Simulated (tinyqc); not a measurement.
# Band bending at a free surface with one surface level, surface photovoltage and Kelvin probe: what changes with what

n-type bulk, xi = Ec - EF = Vt ln(Nc/Nd), p0 = ni^2/Nd, ni = sqrt(Nc Nv) exp(-Eg/(2 Vt)), Eg in volts. b is the upward band bending, u = b/Vt. Space charge per area, in units of q: Qc = sign(b) sqrt((2 eps0 eps_r Vt/q) [(Nd + dn)(exp(-u) - 1) + Nd u + (p0 + dn)(exp(u) - 1)]), with dn the excess density under light (flat quasi-Fermi levels; 0 in the dark). The level holds -Ns f, f = 1/(1 + exp((xi + b - Es)/Vt)). Neutrality: Qc + Qf + (charge of the states) = 0.

Values chosen for this exercise; band and dielectric values close to those of silicon:
```
symbol    value   unit                                    meaning
T           300      K                                temperature
Eg         1.11     eV                                   band gap
eps_r      11.5                             relative permittivity
Nc      2.85e19  cm^-3     conduction-band density of states at T
Nv      2.64e19  cm^-3        valence-band density of states at T
Nd       3.3e17  cm^-3                              donor density
Qf            0  cm^-2       fixed positive charge at the surface
Ns         2e12  cm^-2  density of an acceptor-like surface level
Es         0.54     eV        its depth below the conduction edge
```

Constants: q = 1.602176634e-19 C, kB = 1.380649e-23 J/K, Vt = kB T/q, eps0 = 8.8541878128e-14 F/cm where lengths are in cm. Results are converted to the units shown.

Each table varies one quantity; the others keep the values above.

## Photovoltage against injection

Under chopped light the surface charge keeps its dark value, so b falls to bL with Qc(bL, dn) = Qc(b, 0); the photovoltage is b - bL.

Result of one run:
```
dn (cm^-3)	bL (V)	photovoltage (mV)	share of b removed (%)
6.1e14	0.2150	195.4	47.61
```

What becomes of these results when the excess carrier density under light dn is changed from 6.1e14 to 2.1e12 cm^-3, all else the same?

Result of the changed run:
```
dn (cm^-3)	bL (V)	photovoltage (mV)	share of b removed (%)
2.1e12	0.3365	73.94	18.01
```

The whole series:
```
dn (cm^-3)	bL (V)	photovoltage (mV)	share of b removed (%)
4.4e8	0.4102	0.2677	0.06523
7.5e9	0.4065	3.956	0.9640
1.3e11	0.3829	27.54	6.710
2.1e12	0.3365	73.94	18.01
3.6e13	0.2781	132.3	32.25
6.1e14	0.2150	195.4	47.61
1e16	0.1502	260.2	63.40
1.8e17	0.08330	327.1	79.70
3e18	0.03068	379.7	92.52
```

The photovoltage rises from 0.268 to 380 mV, towards the full b = 410 mV. Its steepest rise is 53.3 mV a decade (Vt ln 10 = 59.5 mV), and it reaches 92.5 % of b in the last row: even strong light does not flatten the bands fully, so a saturation reading understates b. For dn = 3e18 the injection is high, and a Dember voltage, left out here, adds to the signal.

## Pinning by the surface states

Same model as above.

b solves the neutrality condition in the dark.

Results:
```
Ns (cm^-2)	b (V)	xi + b (eV)	Qc (cm^-2)
2.4e10	0.0027112	0.11797	2.4000e10
6.7e10	0.0078132	0.12308	6.7000e10
1.8e11	0.022926	0.13819	1.8000e11
5.1e11	0.086967	0.20223	5.1000e11
3.9e12	0.44203	0.55729	1.3212e12
1.1e13	0.47509	0.59035	1.3727e12
2.9e13	0.50157	0.61683	1.4126e12
8.1e13	0.52824	0.64350	1.4516e12
```

Estimate the missing row, Ns = 1.4e12 cm^-2.

Computed row:
```
Ns (cm^-2)	b (V)	xi + b (eV)	Qc (cm^-2)
1.4e12	0.37645	0.49171	1.2127e12
```

With this row back in the table: b rises from 0.00271 to 0.528 V. The level is over 95 % full (Qc near Ns - Qf) in the 4 rows with xi + b more than 3 Vt short of Es = 0.54 eV. Beyond that it empties, and between the last two rows b gains only 59.8 mV a decade.

Numbers from tinyqc (`OMP_NUM_THREADS=1 python tinyqc.py 2430141 2430142 out.jsonl`; about 0.01 s on one thread of a shared Intel Xeon 2.30GHz).
